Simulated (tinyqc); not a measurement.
Mobility of a non-polar semiconductor in the relaxation-time approximation: one step, computed by the program tinyqc. Command: `OMP_NUM_THREADS=1 python tinyqc.py 3015433 3015434 out.jsonl rta walk`. One thread of a shared host (Intel(R) Xeon(R) Processor @ 2.30GHz), about 0.01 s of CPU time with the checks.

Each valley is treated as a sphere of mass m_d for states and rates, with one isotropic relaxation time; the conductivity mass m_c sets the current.

Task: Masses. m_d = (m_l m_t^2)^(1/3); 1/m_c = (1/m_l + 2/m_t)/3; Hall mass factor A = 3 K_m (K_m + 2)/(2 K_m + 1)^2, K_m = m_l/m_t; N_I = n (1 + C)/(1 - C).

Inputs (values chosen for the exercise, for a model non-polar semiconductor):

| quantity | value | unit |
|---|---|---|
| longitudinal mass m_l | 0.62 | m_0 |
| transverse mass m_t | 0.087 | m_0 |
| carrier density n | 5e+17 | 1/cm^3 |
| compensation ratio C | 0 | - |

Band: parabolic. Impurity formula: Conwell-Weisskopf. Further scattering: none.

Give: density-of-states mass m_d; conductivity mass m_c; Hall mass factor A; ionised impurity density N_I.

Result:

density-of-states mass m_d = 0.16742 m_0

conductivity mass m_c = 0.12194 m_0

Hall mass factor A = 0.83867

ionised impurity density N_I = 5.00e+17 1/cm^3
